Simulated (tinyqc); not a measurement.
# Quantum-well laser, gain and threshold: what changes with what

One electron and one heavy-hole subband per well, parabolic, with equal sheet densities n of electrons and holes; k-conserving transitions, TE polarisation, no line broadening, so the gain starts as a step at E0 and peaks there. All wells are pumped alike.

Values chosen for this exercise; well values close to those of gallium arsenide: temperature T = 300 K; lowest transition energy E0 = 1.37 eV; in-plane electron mass me = 0.0653 m0; in-plane hole mass mh = 0.33 m0; Kane energy Ep = 27.6 eV; refractive index nr = 3.38; well width Lw = 5 nm; number of wells Nw = 5; optical confinement per well Gw = 0.026; internal loss ai = 20 1/cm; cavity length Lc = 1000 um; front reflectance R1 = 0.05; back reflectance R2 = 0.9; defect recombination coefficient A = 2e8 1/s; radiative coefficient per well B = 6.9e-5 cm^2/s; Auger coefficient per well C = 1.9e-18 cm^4/s; injection efficiency eta = 0.93; stripe width Wd = 5 um.

Constants: q = 1.602176634e-19 C, kB = 1.380649e-23 J/K, eps0 = 8.8541878128e-12 F/m, hbar = 1.054571817e-34 J s, m0 = 9.1093837015e-31 kg, c = 299792458 m/s. Results are converted to the units shown.

Each table varies one quantity; the others keep the values above.

## Effect of the internal loss

Nc = me kB T/(pi hbar^2), Nv = mh kB T/(pi hbar^2), mr = me mh/(me + mh) in m0, g0(E) = q^2 Ep mr/(4 nr eps0 c hbar E Lw) (squared momentum element m0 Ep/4, joint density of states mr/(pi hbar^2 Lw) for both spins). Peak gain g(n) = g0(E0)[1 - exp(-n/Nc) - exp(-n/Nv)]. Mirror loss am = ln(1/(R1 R2))/(2 Lc); threshold gain gth = (ai + am)/(Nw Gw). nth solves g(n) = gth and ntr solves g(n) = 0. Jth = q Nw (A n + B n^2 + C n^3)/eta at n = nth, Ith = Jth Wd Lc; differential efficiency of both facets eta am/(ai + am).

The same in every row: ntr (cm^-2) = 9.9553e11.

Results:
```
ai (1/cm)  gth (1/cm)  nth (cm^-2)  Jth (A/cm^2)  Ith (mA)  differential efficiency
1              126.97    1.0109e12        236.59    11.829                  0.87366
2              134.66    1.0119e12        236.87    11.843                  0.82375
4              150.04    1.0137e12        237.43    11.872                  0.73928
8              180.81    1.0175e12        238.56    11.928                  0.61348
12             211.58    1.0213e12        239.69    11.984                  0.52426
20             273.12    1.0289e12        241.97    12.098                  0.40614
40             426.97    1.0482e12        247.78    12.389                  0.25980
```

Estimate the missing row, ai = 30 1/cm.

Computed row:
```
ai (1/cm)  gth (1/cm)  nth (cm^-2)  Jth (A/cm^2)  Ith (mA)  differential efficiency
30             350.04    1.0385e12        244.86    12.243                  0.31689
```

With this row back in the table: As ai goes from 1 to 40 1/cm, gth rises from 127 to 427 1/cm, Jth rises from 237 to 248 A/cm^2 and Ith rises from 11.8 to 12.4 mA.

## Effect of the in-plane hole mass

Same model as above.

The same in every row: gth (1/cm) = 273.1; differential efficiency = 0.4061.

Effect of the in-plane hole mass:
```
mh (m0)  ntr (cm^-2)  nth (cm^-2)  Jth (A/cm^2)  Ith (mA)
0.065       4.877e11     5.096e11         103.4     5.172
0.096       5.893e11     6.117e11         128.0     6.400
0.14        7.000e11     7.241e11         156.5     7.827
0.21        8.323e11     8.598e11         193.1     9.655
0.31        9.720e11     1.004e12         234.7     11.73
0.46        1.125e12     1.165e12         284.0     14.20
0.68        1.288e12     1.339e12         341.0     17.05
1           1.459e12     1.524e12         406.2     20.31
```

What does the comparison show?

As mh goes from 0.065 to 1 m0, gth stays at 273 1/cm, Jth rises from 103 to 406 A/cm^2 and Ith rises from 5.17 to 20.3 mA. The transparency density rises from 4.88e11 to 1.46e12 cm^-2: a lighter hole band is inverted with fewer carriers.

## Effect of the number of wells

Same model as above.

The same in every row: ntr (cm^-2) = 9.955e11; differential efficiency = 0.4061.

Effect of the number of wells:
```
Nw  gth (1/cm)  nth (cm^-2)  Jth (A/cm^2)  Ith (mA)
1         1366     1.174e12         57.39     2.870
2        682.8     1.081e12         103.1     5.156
3        455.2     1.052e12         149.3     7.466
4        341.4     1.037e12         195.6     9.781
5        273.1     1.029e12         242.0     12.10
6        227.6     1.023e12         288.3     14.42
8        170.7     1.016e12         381.1     19.05
10       136.6     1.012e12         473.9     23.69
```

What does the table show?

As Nw goes from 1 to 10, gth falls from 1370 to 137 1/cm, Jth rises from 57.4 to 474 A/cm^2 and Ith rises from 2.87 to 23.7 mA. Each added well must be pumped to transparency, which costs more than the lower gain saves.

Program tinyqc, `OMP_NUM_THREADS=1 python tinyqc.py 2840128 2840129 out.jsonl`; Intel Xeon 2.30GHz, shared host, one thread, about 0.02 s.
